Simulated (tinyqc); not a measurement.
Bulk transistor, scale length and short-channel effects: one step of the calculation.

A gate, an insulator of thickness ti and a depleted layer of depth ts on a conducting body. Below threshold the potential that source and drain add obeys Laplace's equation and vanishes on the gate and at the bottom of the depleted layer. Its lowest mode decays along the channel as exp(-k y); k is the smallest positive root of the matching condition at the interface, and the scale length is Lambda = pi/k.

Problem. Threshold shift, barrier position and swing. Along the channel psi(y) = s + a exp(y/l) + b exp(-y/l) with psi(0) = Vbi, psi(L) = Vbi + Vds and l = 1/k = Lambda/pi; with A = Vbi - s, B = A + Vds, x = exp(-L/l): a = (B - A x) x/(1 - x^2), b = (A - B x)/(1 - x^2). The minimum is s + 2 sqrt(a b), at y = (l/2) ln(b/a). The long-channel potential follows the gate as s = sT + (Vg - VTL)/m, and the threshold VT is the gate voltage at which the minimum equals sT. Swing = m Vt ln 10/g at threshold, g = d(minimum)/ds = 1 - (b x + a)/((1 + x) sqrt(a b)).

Inputs (values chosen for the exercise); permittivities: semiconductor close to that of germanium, insulator close to that of silicon dioxide:
- T = 325 K (temperature)
- L = 42 nm (channel length)
- Vbi = 0.96 V (potential of the source)
- sT = 0.59 V (potential of the barrier top at threshold)
- VTL = 0.4 V (long-channel threshold)
- m = 1.6 (long-channel body factor)
- Vds = 0.5 V (drain voltage)

Constants: q = 1.602176634e-19 C, kB = 1.380649e-23 J/K, Vt = kB T/q. Results are converted to the units shown.

l = 5.4451714 nm

Give: s at threshold; a; b; position of the minimum; VT; swing.

Solution.

s at threshold = 0.5649 V
a = 3.999e-4 V
b = 0.3947 V
position of the minimum = 18.77 nm
VT = 0.3598 V
swing = 108.1 mV/decade

The threshold lies 40.2 mV below the long-channel value, and the barrier top sits at 0.45 L from the source.

tinyqc, about 0.01 s, one thread, Intel Xeon 2.30GHz (shared host): `OMP_NUM_THREADS=1 python tinyqc.py 2420009 2420010 out.jsonl`
